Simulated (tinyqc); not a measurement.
Deep-level transient spectroscopy (DLTS) of one majority-carrier trap: one step, computed by the program tinyqc. Command: `OMP_NUM_THREADS=1 python tinyqc.py 3023448 3023449 out.jsonl dlts walk`. One thread of a shared host (Intel(R) Xeon(R) Processor @ 2.30GHz), about 0.1 s of CPU time with the checks.

A filling pulse loads the traps in a one-sided junction; under reverse bias they empty at the rate e, and the capacitance relaxes as C(t) = C_0 - dC exp(-e t). The signal is S = [C(t_2) - C(t_1)]/dC.

Question. Rate window and signal. S(e) = exp(-e t_1) - exp(-e t_2) peaks at the rate window e_0 = ln(t_2/t_1)/(t_2 - t_1).

Inputs (values chosen for the exercise, for a model semiconductor): gate time t_1 = 0.01 s; ratio t_2/t_1 = 5; temperature T = 153 K.

Carriers: electrons. Extra term: capture barrier.

emission rate e = 0.002281315 1/s

Give: rate window e_0; peak height S_max; signal at T.

Answer.

rate window e_0 = 40.236 1/s

peak height S_max = 0.53499

signal at T = 9.1246e-05

At this T the trap empties slower than the window, by a factor 17600: the point lies on the low-temperature side of the peak.
